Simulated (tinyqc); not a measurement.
Thinning the body: Gamma, L and X subbands of a thin body with non-parabolic valleys.

Hard walls, flat band, c = hbar^2/2m0, energies from the bulk Gamma edge. For a valley at angle theta to the normal 1/m_z = cos^2/ml + sin^2/mt and m_d = sqrt(ml mt^2/m_z). Subband n starts at E_v + e with e (1 + a e) = c (n pi/t)^2/m_z, and its density-of-states mass is taken as m_d (1 + 2 a e), without further growth at higher in-plane energy. Groups are named by valley and degeneracy.

n_i = g m/(2 pi c) kB T ln(1 + exp((EF - E_i)/kB T)), sum n_i = Ns (1e12/cm^2 = 1e-4/angstrom^2), c = hbar^2/2m0. Quantum capacitance Cq = 1602.176634 sum g m/(2 pi c) f_i in microfarad/cm^2 with f_i = 1/(1 + exp((E_i - EF)/kB T)); Cox = 34.5313/eot (one gate); C/Cox = Cq/(Cq + Cox), the centroid term left out.

Constants: hbar^2/2m0 = 3.80998211 eV angstrom^2; kB = 8.617333262e-05 eV/K.

Values chosen for the exercise (near those of a thin GaSb channel; not measured data): face = 100 (surface); mG = 0.0393 m0 (Gamma mass); aG = 1.12 1/eV (Gamma non-parabolicity); EL = 0.062 eV (L edge above Gamma); mL = (1.288, 0.097) m0 (L valleys (four, along <111>): ml, mt); EX = 0.309 eV (X edge above Gamma); mX = (1.501, 0.213) m0 (X valleys (three, along <100>): ml, mt); aS = 0.52 1/eV (non-parabolicity of L and X); Ns = 6.7 x 1e12/cm^2 (sheet density); T = 300 K (temperature); eot = 11 angstrom (equivalent oxide thickness); ts = (20, 26, 34, 45, 60, 85, 130) angstrom (thicknesses).

Lowest edge of each valley type, the lowest group, the Gamma share and C/Cox, with n = 1 to 8 of all groups.

Results:
```
t (angstrom)  Gamma (eV)  L (eV)  X (eV)  lowest  Gamma share (%)  C/Cox
20                 1.082   0.588   0.370      X1              0.0  0.826
26                 0.763   0.399   0.345      X1              0.0  0.912
34                 0.522   0.271   0.330      L4              0.0  0.915
45                 0.342   0.186   0.321      L4              0.0  0.914
60                 0.214   0.134   0.316      L4              0.3  0.913
85                 0.117   0.098   0.312      L4              2.1  0.914
130                0.053   0.078   0.310      G1              5.8  0.917
```

From 130 down to 20 angstrom Gamma rises by 1.03 eV, L by 0.51 and X by 0.06 eV, the light Gamma mass moving most. The lowest group changes from G1 to L4 between 130 and 85 angstrom. The lowest group changes from L4 to X1 between 34 and 26 angstrom. The Gamma share goes from 6 % to 0 %. C/Cox is 0.92 and 0.83 at the ends and lies between 0.83 and 0.92. Hard walls overstate the rise in the thinnest rows.

tinyqc: `OMP_NUM_THREADS=1 python tinyqc.py 1282544 1282545 out.jsonl`; about 0.04 s, one thread, shared Intel(R) Xeon(R) Processor @ 2.30GHz.
